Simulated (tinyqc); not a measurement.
Schottky diode by the thermionic emission-diffusion theory: two steps of the calculation.

Metal on an n-type semiconductor with one parabolic valley; V > 0 is forward bias (metal positive). The band bends as a parabola over the depletion layer, by Vd = Vbi - V; no image force. Carriers drift and diffuse up to the interface and leave it with the velocity vR.

Parameters, values chosen for the exercise; band and dielectric values those of a made-up semiconductor:
```
symbol,value,unit,meaning
T,300,K,temperature
eps_r,10.4,,relative permittivity
mun,390,cm^2/(V s),electron mobility
phi,0.44,eV,barrier height seen from the metal
Nd,9.8e15,cm^-3,donor density
V,0.23,V,bias
```

Constants: q = 1.602176634e-19 C, kB = 1.380649e-23 J/K, Vt = kB T/q, eps0 = 8.8541878128e-14 F/cm where lengths are in cm. Results are converted to the units shown.

Problem 1. Diffusion velocity. LD = sqrt(eps0 eps_r Vt/(q Nd)), a = sqrt((Vbi - V)/Vt), D(a) = exp(-a^2) int_0^a exp(s^2) ds (Dawson), vD = mun Vt/(sqrt(2) LD D(a)). For large a, vD tends to mun times the surface field sqrt(2 q Nd (Vbi - V)/(eps0 eps_r)).

Vbi = 0.33486263 V

Wanted: LD; a; D(a); vD; mun times the surface field.

Solution 1.

LD = 38.94 nm
a = 2.014
D(a) = 0.2985
vD = 6.134e6 cm/s
mun times the surface field = 7.375e6 cm/s

Problem 2. Current density. J = q Nc [vR vD/(vR + vD)] exp(-phi/Vt) [exp(V/Vt) - 1]. The quasi-Fermi level drops by Vt ln[(vR + vD)/(vD + vR exp(-V/Vt))] over the layer.

Nc = 5.7207910e17 cm^-3
vR = 9.4872384e6 cm/s
vD = 6.1341457e6 cm/s

Find: effective velocity; J; J over the pure emission value; drop of the quasi-Fermi level over the layer.

Solution 2.

effective velocity = 3.725e6 cm/s
J = 101.3 A/cm^2
J over the pure emission value = 0.3927
drop of the quasi-Fermi level over the layer = 24.16 meV

Numbers from tinyqc (`OMP_NUM_THREADS=1 python tinyqc.py 2640108 2640109 out.jsonl`; about 0.01 s on one thread of a shared Intel Xeon 2.30GHz).
